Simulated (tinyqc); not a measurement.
Inside a calculation. Method: CCSD on RHF in the sto-6g basis, for H3+, spin multiplicity 1. Computed by tinyqc, a small Python program that keeps every step (integrals from PySCF). Settings: charge = 1, multiplicity = 1, basis = sto-6g, method = RHF, energy threshold = 1e-10, iteration cap = 56, orthogonalisation = canonical, start = atomic densities, DIIS depth = 6, amplitude equations = CCSD, DIIS depth for amplitudes = 0, cap on updates = 53. Command: `OMP_NUM_THREADS=1 python tinyqc.py 25379 25380 out.jsonl` (the two numbers bound the seeds that draw the settings). One thread of a shared host (Intel(R) Xeon(R) Processor @ 2.60GHz), about 0.2 s of CPU time with the checks. The early iterations of the SCF are left out here.

## One-electron integrals

Geometry (angstrom):
```
atom       x       y        z
H     0.0000  0.0000   0.0000
H     0.0000  0.0000   0.8110
H     0.0000  0.2600  -0.7680
```

Basis sto-6g: exponents (1/bohr^2) and contraction coefficients of normalised primitives:
```
element  l (shell)  exponent  coefficient
H            s (1)   35.5232       0.0092
H            s (1)    6.5131       0.0494
H            s (1)    1.8221       0.1685
H            s (1)    0.6260       0.3706
H            s (1)    0.2431       0.4165
H            s (1)    0.1001       0.1303
```

Overlap, kinetic and nuclear-attraction integrals over the contracted functions; the nuclear repulsion is the sum of Za Zb / Rab.

nuclear repulsion = 1.635828 hartree

overlap S, lower triangle:
```
        1H 1s   2H 1s   3H 1s
1H 1s  1.0000
2H 1s  0.6136  1.0000
3H 1s  0.6137  0.2220  1.0000
```

kinetic energy T (hartree), lower triangle:
```
        1H 1s   2H 1s   3H 1s
1H 1s  0.7685
2H 1s  0.1950  0.7685
3H 1s  0.1951  0.0012  0.7685
```

nuclear attraction V (hartree), lower triangle:
```
         1H 1s    2H 1s    3H 1s
1H 1s  -2.4601
2H 1s  -1.3454  -2.1796
3H 1s  -1.3458  -0.4499  -2.1797
```

core Hamiltonian H = T + V (hartree), lower triangle:
```
         1H 1s    2H 1s    3H 1s
1H 1s  -1.6915
2H 1s  -1.1504  -1.4110
3H 1s  -1.1507  -0.4487  -1.4112
```

## Two-electron integrals

Functions are numbered as in S; the eight-fold symmetry (ij|kl) = (ji|kl) = (kl|ij) leaves the list below.

Two-electron integrals (ij|kl) in chemists' order, unique and non-zero (hartree):
```
(11|11) 0.7750   (21|11) 0.4048   (21|21) 0.2527   (22|11) 0.5436
(22|21) 0.4048   (22|22) 0.7750   (31|11) 0.4049   (31|21) 0.1986
(31|22) 0.2565   (31|31) 0.2528   (32|11) 0.1384   (32|21) 0.0781
(32|22) 0.1155   (32|31) 0.0782   (32|32) 0.0273   (33|11) 0.5437
(33|21) 0.2565   (33|22) 0.3260   (33|31) 0.4049   (33|32) 0.1155
(33|33) 0.7750
```

## Orthogonalisation

S = U s U^T; canonical form X = U s^(-1/2), so that X^T S X = 1. Each column of U has its largest component positive (the first on a tie).

eigenvalues of S: 0.2360  0.7780  1.9859

X:
```
             1        2       3
1H 1s   1.5450  -0.0001  0.4689
2H 1s  -0.9615   0.8017  0.3766
3H 1s  -0.9618  -0.8016  0.3767
```

## Iteration 8 (converged): orbitals

converged F (hartree), lower triangle:
```
         1H 1s    2H 1s    3H 1s
1H 1s  -0.9733
2H 1s  -0.8190  -0.6808
3H 1s  -0.8192  -0.4318  -0.6809
```

Diagonalise F' = X^T F X, C = X C', fill 1 alpha and 1 beta electrons from the bottom; D = 2 C_occ C_occ^T. Each column has its largest component positive (the first on a tie).

F' = X^T F X (hartree), lower triangle:
```
         1        2        3
1   0.4868
2   0.0000  -0.3201
3  -0.1137   0.0000  -1.1082
```

orbital energies (hartree): MO1 -1.1163, MO2 -0.3201, MO3 0.4949

coefficients C:
```
          MO1      MO2      MO3
1H 1s  0.5770   0.0000   1.5080
2H 1s  0.3076   0.8017  -0.9857
3H 1s  0.3077  -0.8016  -0.9861
```

D after iteration 8, lower triangle:
```
        1H 1s   2H 1s   3H 1s
1H 1s  0.6658
2H 1s  0.3550  0.1893
3H 1s  0.3551  0.1893  0.1893
```

## Convergence

Stop when the energy changes by less than 1e-10 hartree and every element of the error matrix X^T (F D S - S D F) X is below 3e-06.

Course of the cycle:
```
iteration  E (hartree)     change  largest element of the error matrix
1            -0.678389          -                             1.60e-01
2            -1.212465  -5.34e-01                             1.94e-02
3            -1.212602  -1.36e-04                             7.50e-04
4            -1.212602  -2.04e-07                             1.28e-05
5            -1.212602  -4.12e-11                             7.08e-06
6            -1.212602  -9.13e-12                             4.99e-06
7            -1.212602  -3.53e-12                             3.89e-06
8            -1.212602  -5.48e-12                             2.39e-09
```

PySCF RHF in the same basis = -1.212602 hartree

Converged in 8 iterations.

## Integrals over molecular orbitals

(pq|rs) = sum C_ip C_jq C_kr C_ls (ij|kl), one index at a time.

one-electron integrals over orbitals h = C^T H C (hartree), lower triangle:
```
         1        2        3
1  -1.7322
2   0.0000  -1.2369
3  -0.1021   0.0000  -0.6200
```

Two-electron integrals over orbitals (pq|rs), unique and non-zero (hartree):
```
(11|11) 0.6159      (21|11) -3.16e-05   (21|21) 0.1455      (22|11) 0.5312
(22|21) 4.12e-05    (22|22) 0.5731      (31|11) 0.1021      (31|21) 1.12e-05
(31|22) -0.0228     (31|31) 0.1305      (32|11) 1.83e-05    (32|21) -0.1345
(32|22) -4.45e-05   (32|31) -2.34e-05   (32|32) 0.1522      (33|11) 0.6227
(33|21) -4.42e-05   (33|22) 0.5617      (33|31) 0.0941      (33|32) 3.46e-05
(33|33) 0.6732
```

## CCSD: starting amplitudes

t_ij^ab = <ij||ab> / (e_i + e_j - e_a - e_b), whose energy is MP2.

Starting amplitudes (spin orbitals 1a, 1b, ...; amplitudes related by a flip of all spins are not repeated):
```
from      to          t
1a 1b  2a 2b    -0.0914
1a 1b  3a 3b    -0.0405
1a 1b  2a 3b  -4.64e-06
```

correlation energy = -0.018581 hartree

## CCSD: amplitude update 1

t_i^a D_i^a and t_ij^ab D_ij^ab are set to the remaining terms of the spin-orbital equations, evaluated with the old amplitudes; for the doubles these are <ij||ab> + 1/2 <ab||ef> t_ij^ef + 1/2 <mn||ij> t_mn^ab + P(ij)P(ab) <mb||ej> t_im^ae + terms in t^2 + terms with t1, D the orbital-energy denominators.

Amplitudes after update 1 (spin orbitals 1a, 1b, ...; amplitudes related by a flip of all spins are not repeated):
```
from      to          t
1a 1b  2a 2b    -0.1234
1a 1b  3a 3b    -0.0478
1a        3a    -0.0078
1a 1b  2a 3b  -8.45e-06
1a        2a   5.65e-06
```

correlation energy = -0.024186 hartree

## CCSD: amplitude update 2

As before.

Amplitudes after update 2 (spin orbitals 1a, 1b, ...; amplitudes related by a flip of all spins are not repeated):
```
from      to          t
1a 1b  2a 2b    -0.1362
1a 1b  3a 3b    -0.0484
1a        3a    -0.0122
1a 1b  2a 3b  -9.87e-06
1a        2a   8.69e-06
```

correlation energy = -0.026115 hartree

## CCSD: amplitude update 3

As before.

Amplitudes after update 3 (spin orbitals 1a, 1b, ...; amplitudes related by a flip of all spins are not repeated):
```
from      to          t
1a 1b  2a 2b    -0.1417
1a 1b  3a 3b    -0.0480
1a        3a    -0.0141
1a 1b  2a 3b  -1.03e-05
1a        2a   1.02e-05
```

correlation energy = -0.026859 hartree

## CCSD: convergence

E_corr = 1/4 sum <ij||ab> t_ij^ab + 1/2 sum <ij||ab> t_i^a t_j^b; stop when the norm of the change is below 1e-8.

Course of the amplitude iterations:
```
update  correlation energy (hartree)  norm of the change
0                          -0.018581                   -
1                          -0.024186            6.67e-02
2                          -0.026115            2.64e-02
3                          -0.026859            1.14e-02
4                          -0.027167            5.09e-03
5                          -0.027299            2.31e-03
6                          -0.027358            1.05e-03
7                          -0.027384            4.78e-04
8                          -0.027396            2.18e-04
9                          -0.027401            9.96e-05
10                         -0.027404            4.55e-05
11                         -0.027405            2.08e-05
12                         -0.027405            9.49e-06
13                         -0.027405            4.34e-06
14                         -0.027406            1.98e-06
15                         -0.027406            9.05e-07
16                         -0.027406            4.13e-07
17                         -0.027406            1.89e-07
18                         -0.027406            8.63e-08
19                         -0.027406            3.94e-08
20                         -0.027406            1.80e-08
21                         -0.027406            8.22e-09
```

Converged amplitudes (spin orbitals 1a, 1b, ...; amplitudes related by a flip of all spins are not repeated):
```
from      to          t
1a 1b  2a 2b    -0.1462
1a 1b  3a 3b    -0.0472
1a        3a    -0.0157
1a        2a   1.17e-05
1a 1b  2a 3b  -1.05e-05
```

CCSD total energy = -1.240007 hartree

T1 diagnostic, norm of the one-spin t1 over sqrt(correlated electrons) = 0.0111

Converged in 21 updates.
